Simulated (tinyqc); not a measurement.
Inside a calculation (part 2 of 2). Method: CIS and TDHF on RHF in the sto-3g basis, frozen core, for BeH2, spin multiplicity 1. Computed by tinyqc, a small Python program that keeps every step (integrals from PySCF). Command: `OMP_NUM_THREADS=1 python tinyqc.py 30588 30589 out.jsonl` (the two numbers bound the seeds that draw the settings). One thread of a shared host (Intel(R) Xeon(R) Processor @ 2.60GHz), about 0.06 s of CPU time with the checks.

Geometry (angstrom):
```
atom         x          y         z
Be    0.000000   0.000000  0.000000
H     0.000000   1.258000  0.150000
H     0.000000  -1.345000  0.160000
```

## TDHF (RPA) singlet states

CIS matrix A, singlet (hartree), order 2>4, 2>5, 2>6, 2>7, 3>4, 3>5, 3>6, 3>7:
$$\begin{pmatrix}
0.395215 & 0.000000 & -0.009802 & -0.000428 & -0.014116 & 0.000000 & -0.001158 & -0.005181 \\
0.000000 & 0.398941 & 0.000000 & 0.000000 & 0.000000 & -0.014362 & 0.000000 & 0.000000 \\
-0.009802 & 0.000000 & 0.698063 & -0.002441 & -0.001569 & 0.000000 & -0.002159 & 0.002151 \\
-0.000428 & 0.000000 & -0.002441 & 1.100808 & 0.005488 & 0.000000 & -0.018297 & 0.002579 \\
-0.014116 & 0.000000 & -0.001569 & 0.005488 & 0.305248 & 0.000000 & -0.016582 & -0.000574 \\
0.000000 & -0.014362 & 0.000000 & 0.000000 & 0.000000 & 0.307706 & 0.000000 & 0.000000 \\
-0.001158 & 0.000000 & -0.002159 & -0.018297 & -0.016582 & 0.000000 & 0.659727 & 0.003795 \\
-0.005181 & 0.000000 & 0.002151 & 0.002579 & -0.000574 & 0.000000 & 0.003795 & 1.092899
\end{pmatrix}$$

Two-electron integrals over orbitals (pq|rs), unique and non-zero (hartree); the lowest 1 orbital is frozen and left out:
```
(22|22) 0.435304    (32|22) 0.068486    (32|32) 0.134947    (33|22) 0.385336
(33|32) -0.056036   (33|33) 0.462629    (42|22) 0.012688    (42|32) 0.001864
(42|33) 0.009900    (42|42) 0.047953    (43|22) 0.002459    (43|32) 0.010182
(43|33) -0.007003   (43|42) -0.006643   (43|43) 0.017524    (44|22) 0.368908
(44|32) 0.000830    (44|33) 0.356390    (44|42) -0.023602   (44|43) 0.005983
(44|44) 0.454183    (52|52) 0.048197    (53|52) -0.006848   (53|53) 0.016235
(54|52) -0.008928   (54|53) 0.002016    (54|54) 0.025789    (55|22) 0.371700
(55|32) 0.000666    (55|33) 0.357385    (55|42) -0.006791   (55|43) 0.002200
(55|44) 0.400637    (55|55) 0.449859    (62|22) -0.031948   (62|32) -0.020595
(62|33) -0.037464   (62|42) -0.002277   (62|43) -0.000383   (62|44) 0.043048
(62|55) 0.047771    (62|62) 0.073617    (63|22) -0.035744   (63|32) -0.082424
(63|33) 0.048093    (63|42) -0.000178   (63|43) -0.009616   (63|44) -0.016610
(63|55) -0.017801   (63|62) -0.007106   (63|63) 0.085911    (64|22) 0.005248
(64|32) 0.000802    (64|33) -0.002650   (64|42) 0.039440    (64|43) -0.009375
(64|44) -0.005638   (64|55) 0.005399    (64|62) 0.018356    (64|63) -0.006134
(64|64) 0.044402    (65|52) 0.045227    (65|53) -0.010873   (65|54) -0.006366
(65|65) 0.049493    (66|22) 0.396238    (66|32) -0.012054   (66|33) 0.417534
(66|42) 0.025046    (66|43) -0.007065   (66|44) 0.362000    (66|55) 0.369395
(66|62) -0.027439   (66|63) 0.017778    (66|64) 0.015532    (66|66) 0.425150
(72|22) -0.025554   (72|32) -0.042428   (72|33) 0.008805    (72|42) -0.006210
(72|43) -0.010234   (72|44) 0.012637    (72|55) 0.012706    (72|62) 0.028188
(72|63) 0.053341    (72|64) 0.001871    (72|66) -0.003455   (72|72) 0.060744
(73|22) -0.006602   (73|32) -0.000779   (73|33) -0.020908   (73|42) -0.015568
(73|43) 0.005728    (73|44) 0.056305    (73|55) 0.055719    (73|62) 0.063565
(73|63) -0.027750   (73|64) 0.006143    (73|66) -0.027577   (73|72) 0.012020
(73|73) 0.078011    (74|22) -0.011991   (74|32) -0.025956   (74|33) 0.012030
(74|42) 0.005642    (74|43) 0.011022    (74|44) -0.000923   (74|55) -0.000033
(74|62) 0.004415    (74|63) 0.015866    (74|64) 0.001622    (74|66) 0.004102
(74|72) 0.004355    (74|73) 0.000768    (74|74) 0.022289    (75|52) 0.006361
(75|53) 0.012595    (75|54) -0.000528   (75|65) 0.002451    (75|75) 0.016581
(76|22) 0.058817    (76|32) 0.124978    (76|33) -0.059294   (76|42) 0.004041
(76|43) 0.012304    (76|44) 0.000047    (76|55) 0.000812    (76|62) -0.016406
(76|63) -0.090873   (76|64) 0.003318    (76|66) -0.016105   (76|72) -0.056326
(76|73) 0.003362    (76|74) -0.023858   (76|76) 0.133193    (77|22) 0.438165
(77|32) 0.021461    (77|33) 0.438982    (77|42) 0.002523    (77|43) 0.001578
(77|44) 0.393688    (77|55) 0.391661    (77|62) -0.039339   (77|63) -0.006087
(77|64) -0.007017   (77|66) 0.433633    (77|72) -0.016795   (77|73) -0.009602
(77|74) -0.003203   (77|76) 0.014737    (77|77) 0.491091
```

B(ia,jb) = 2 (ia|jb) - (ib|ja); the squared energies are the eigenvalues of (A - B)(A + B); 1 hartree = 27.211386 eV.

TDHF matrix B, singlet (hartree), order 2>4, 2>5, 2>6, 2>7, 3>4, 3>5, 3>6, 3>7:
$$\begin{pmatrix}
0.047953 & 0.000000 & -0.002277 & -0.006210 & -0.006643 & 0.000000 & 0.000028 & -0.020903 \\
0.000000 & 0.048197 & 0.000000 & 0.000000 & 0.000000 & -0.006848 & 0.000000 & 0.000000 \\
-0.002277 & 0.000000 & 0.073617 & 0.028188 & -0.000589 & 0.000000 & -0.007106 & 0.073789 \\
-0.006210 & 0.000000 & 0.028188 & 0.060744 & -0.004900 & 0.000000 & 0.043117 & 0.012020 \\
-0.006643 & 0.000000 & -0.000589 & -0.004900 & 0.017524 & 0.000000 & -0.009616 & 0.005728 \\
0.000000 & -0.006848 & 0.000000 & 0.000000 & 0.000000 & 0.016235 & 0.000000 & 0.000000 \\
0.000028 & 0.000000 & -0.007106 & 0.043117 & -0.009616 & 0.000000 & 0.085911 & -0.027750 \\
-0.020903 & 0.000000 & 0.073789 & 0.012020 & 0.005728 & 0.000000 & -0.027750 & 0.078011
\end{pmatrix}$$

squared energies w^2 (hartree^2): [0.091082, 0.093104, 0.155039, 0.158465, 0.424873, 0.477178, 1.180098, 1.207186]

TDHF energies from the positive w^2 (eV): [8.212361, 8.303000, 10.714474, 10.832233, 17.737013, 18.797103, 29.560360, 29.897694]

## CIS matrix, triplets

orbital energies (hartree): MO1 -4.519361, MO2 -0.463059, MO3 -0.421432, MO4 0.205158, MO5 0.211189, MO6 0.484008, MO7 0.954427

A(ia,jb) = (e_a - e_i) d_ij d_ab - (ij|ab).

CIS matrix A, triplet (hartree), order 2>4, 2>5, 2>6, 2>7, 3>4, 3>5, 3>6, 3>7:
$$\begin{pmatrix}
0.299309 & 0.000000 & -0.005248 & 0.011991 & -0.000830 & 0.000000 & -0.000802 & 0.025956 \\
0.000000 & 0.302548 & 0.000000 & 0.000000 & 0.000000 & -0.000666 & 0.000000 & 0.000000 \\
-0.005248 & 0.000000 & 0.550829 & -0.058817 & -0.000802 & 0.000000 & 0.012054 & -0.124978 \\
0.011991 & 0.000000 & -0.058817 & 0.979320 & 0.025956 & 0.000000 & -0.124978 & -0.021461 \\
-0.000830 & 0.000000 & -0.000802 & 0.025956 & 0.270200 & 0.000000 & 0.002650 & -0.012030 \\
0.000000 & -0.000666 & 0.000000 & 0.000000 & 0.000000 & 0.275236 & 0.000000 & 0.000000 \\
-0.000802 & 0.000000 & 0.012054 & -0.124978 & 0.002650 & 0.000000 & 0.487906 & 0.059294 \\
0.025956 & 0.000000 & -0.124978 & -0.021461 & -0.012030 & 0.000000 & 0.059294 & 0.936877
\end{pmatrix}$$

## CIS triplet states

Diagonalise A (1 hartree = 27.211386 eV); each vector has its largest component positive (the first on a tie).

triplet excitation energies (eV): [7.311428, 7.489110, 8.109562, 8.233185, 12.255339, 13.825102, 26.510231, 27.893225]

lowest vectors, order 2>4, 2>5, 2>6, 2>7, 3>4, 3>5, 3>6, 3>7:
$$\begin{pmatrix}
0.026609 & 0.000000 & 0.998535 & 0.000000 & -0.009812 & 0.017471 \\
0.000000 & 0.024368 & 0.000000 & 0.999703 & 0.000000 & 0.000000 \\
0.005085 & 0.000000 & -0.005068 & 0.000000 & -0.192702 & 0.930870 \\
-0.043312 & 0.000000 & -0.017059 & 0.000000 & 0.193876 & 0.178330 \\
0.997588 & 0.000000 & -0.026164 & 0.000000 & 0.053097 & 0.005646 \\
0.000000 & 0.999703 & 0.000000 & -0.024368 & 0.000000 & 0.000000 \\
-0.042410 & 0.000000 & 0.007197 & 0.000000 & 0.947866 & 0.193834 \\
0.020250 & 0.000000 & -0.043294 & 0.000000 & -0.154639 & 0.252527
\end{pmatrix}$$

## TDHF (RPA) triplet states

B(ia,jb) = - (ib|ja); the squared energies are the eigenvalues of (A - B)(A + B); 1 hartree = 27.211386 eV.

TDHF matrix B, triplet (hartree), order 2>4, 2>5, 2>6, 2>7, 3>4, 3>5, 3>6, 3>7:
$$\begin{pmatrix}
-0.047953 & 0.000000 & 0.002277 & 0.006210 & 0.006643 & 0.000000 & 0.000383 & 0.010234 \\
0.000000 & -0.048197 & 0.000000 & 0.000000 & 0.000000 & 0.006848 & 0.000000 & 0.000000 \\
0.002277 & 0.000000 & -0.073617 & -0.028188 & 0.000178 & 0.000000 & 0.007106 & -0.053341 \\
0.006210 & 0.000000 & -0.028188 & -0.060744 & 0.015568 & 0.000000 & -0.063565 & -0.012020 \\
0.006643 & 0.000000 & 0.000178 & 0.015568 & -0.017524 & 0.000000 & 0.009616 & -0.005728 \\
0.000000 & 0.006848 & 0.000000 & 0.000000 & 0.000000 & -0.016235 & 0.000000 & 0.000000 \\
0.000383 & 0.000000 & 0.007106 & -0.063565 & 0.009616 & 0.000000 & -0.085911 & 0.027750 \\
0.010234 & 0.000000 & -0.053341 & -0.012020 & -0.005728 & 0.000000 & 0.027750 & -0.078011
\end{pmatrix}$$

squared energies w^2 (hartree^2): [0.071242, 0.075447, 0.086192, 0.089164, 0.187029, 0.244253, 0.943445, 1.046095]

TDHF energies from the positive w^2 (eV): [7.263058, 7.474298, 7.988845, 8.125412, 11.768063, 13.448394, 26.430711, 27.831473]
